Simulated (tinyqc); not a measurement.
# Valence-band offset from core levels (Kraut method), with the dipole against the affinity rule, step by step

Computed by the program tinyqc: `OMP_NUM_THREADS=1 python tinyqc.py 2410075 2410076 out.jsonl`, one thread of a shared Intel Xeon 2.30GHz, about 0.01 s for the whole run. Printed values are rounded.

Binding energies are counted downwards from the Fermi level. dEv > 0 means that the valence edge of B lies below that of A, dEc > 0 that the conduction edge of B lies above that of A; dEc + dEv = EgB - EgA. The spectra are made-up values treated as data.

Parameters, values chosen for the exercise; gaps and affinities close to those of gallium nitride (A) and aluminium oxide (B): gap of the substrate A EgA = 3.47 eV; gap of the overlayer B EgB = 8.84 eV; electron affinity of A chiA = 4.04 eV; electron affinity of B chiB = 0.99 eV; core level of bare A cA = 30.8 eV; core level of thick B cB = 22.75 eV; valence-band maximum of thick B vB = 2.31 eV; relative permittivity inside the dipole layer ei = 9.2; thickness of the dipole layer dd = 0.27 nm; core level of A under a thin film of B iA = 30.51 eV; core level of B in that thin film iB = 24.35 eV; background counts in the gap bg = 62.

Constants: q = 1.602176634e-19 C, eps0 = 8.8541878128e-14 F/cm where lengths are in cm. Results are converted to the units shown.

## Valence-band maximum of bare A

```
point	binding energy (eV)	counts on the leading edge
0	1.73	229
1	1.85	312
2	1.97	391
3	2.09	479
4	2.21	543
5	2.33	626
```

Fit a straight line to the leading edge by least squares; the maximum vA lies where it meets the background.

slope = 658.571 counts/eV
intercept = -906.9 counts
vA = 1.47121 eV

## Offsets

dEv = (iB - iA) - (cB - vB) + (cA - vA), dEc = EgB - EgA - dEv.

cA - vA = 29.3288 eV
cB - vB = 20.44 eV
iB - iA = -6.16 eV
dEv = 2.72879 eV
dEc = 2.64121 eV

The alignment is type I (straddling). Both offsets exceed 1 eV, the usual requirement for a gate dielectric. A rigid shift of all levels, by charging or doping, cancels in the differences.

## Interface dipole

The affinity rule gives dEc(0) = chiA - chiB; the dipole step is D = dEc - dEc(0), and two sheets of opposite charge dd apart hold N = eps0 ei |D|/(q dd).

dEc(0) = 3.05 eV
D = -0.408785 eV
N = 7.69764e13 cm^-2
field in the dipole layer = 15.1402 MV/cm

N is 0.11 elementary charges for each of about 7e14 surface atoms per cm^2.
